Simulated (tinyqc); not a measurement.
Inside a calculation. Model: capacitance measurement on a leaky thin oxide: effects of series resistance and leakage.

Program tinyqc, `OMP_NUM_THREADS=1 python tinyqc.py 2022105 2022106 out.jsonl`; Intel Xeon 2.30GHz, shared host, one thread, about 0.01 s. Printed values are rounded.

The device is a capacitance C in parallel with a leakage conductance G, in series with Rs and Ls. An impedance meter reports either a parallel pair (Cp, Gp) from Y = 1/Z = Gp + i w Cp or a series pair (Cs, Rm) from Z = Rm + 1/(i w Cs); w = 2 pi f, dissipation D = Gp/(w |Cp|).

Values chosen for this exercise; values of the order met in thin-oxide MOS capacitors:
```
symbol,value,unit,meaning
eox,9.17,,relative permittivity of the gate insulator (close to aluminium oxide)
tox,5.4,nm,insulator thickness
A,10000,um^2,gate area
zc,0.46,nm,oxide-equivalent thickness added by the accumulation layer
zp,0,nm,oxide-equivalent thickness added by gate depletion
Jg,0.013,A/cm^2,"gate leakage current density, not matched to the thickness"
Vs,0.35,V,voltage for an e-fold rise of the leakage
Rs,230,ohm,series resistance
Ls,0,nH,series inductance
f,10000,Hz,measuring frequency
```

Constants: eps0 = 8.8541878128e-14 F/cm where lengths are in cm. Results are converted to the units shown.

## True capacitance and conductance

EOT = 3.9 tox/eox; CET = EOT + zc + zp; C = 3.9 eps0 A/CET; G = Jg A/Vs.

EOT = 2.29662 nm
CET = 2.75662 nm
C = 125.267 pF
G = 3.71429 uS

## What the meter reports

Z = Rs + i w Ls + 1/(G + i w C).

Z = (0.49267-1.03912i) x 1e5 ohm
Cp = 125.053 pF
Gp = 3.72533 uS
Cs = 153.164 pF
D = 0.474123

Cp is 0.17 % below C and Cs is 22 % above it; G Rs = 8.54e-4, w C Rs = 0.00181 and G/(w C) = 0.472.
